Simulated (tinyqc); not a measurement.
## Trap density from two Hall measurements

Question. p-type body, charge-sheet picture, full ionisation (an idealisation for deep acceptors), Boltzmann statistics for free electrons. e = Ec - EF at the surface. psi = Eg - Vt ln(Nv/Na) - e; N_dep = sqrt(2 eps0 eps_r Na (psi - Vt)/q); n_f = sqrt(N_dep^2 + 2 eps0 eps_r Vt Nc exp(-e/Vt)/q) - N_dep; Vg = Vfb + psi + q (N_dep + n_t + n_f)/Cox, Cox = eps0 eox/tox. Find e and n_t at both points and the mean trap density between them.

Inputs (values chosen for the exercise); band and dielectric values close to those of 4H silicon carbide: temperature T = 300 K; band gap Eg = 3.28 eV; relative permittivity eps_r = 9.66; conduction-band density of states at T Nc = 1.72e19 cm^-3; valence-band density of states at T Nv = 2.48e19 cm^-3; relative permittivity of the insulator eox = 3.9; insulator thickness tox = 54 nm; acceptor density Na = 8.4e16 cm^-3; flat-band voltage without trapped charge Vfb = -2.82 V.

Constants: q = 1.602176634e-19 C, kB = 1.380649e-23 J/K, Vt = kB T/q, eps0 = 8.8541878128e-14 F/cm where lengths are in cm. Results are converted to the units shown.

Vg (V): [5.0629333, 5.9094092]
free sheet density from the Hall effect (cm^-2): [5.9808757e9, 7.1690480e10]

Solution. Each n_f fixes e; what the gate voltage holds beyond psi, N_dep and n_f is trapped; the difference quotient is the density, smeared over a few Vt.

e (eV): [0.1420, 0.07700]
n_t (cm^-2): [3.158e11, 5.442e11]
mean trap density = 3.514e12 cm^-2 eV^-1

Numbers from tinyqc (`OMP_NUM_THREADS=1 python tinyqc.py 2222089 2222090 out.jsonl`; about 0.02 s on one thread of a shared Intel Xeon 2.30GHz).
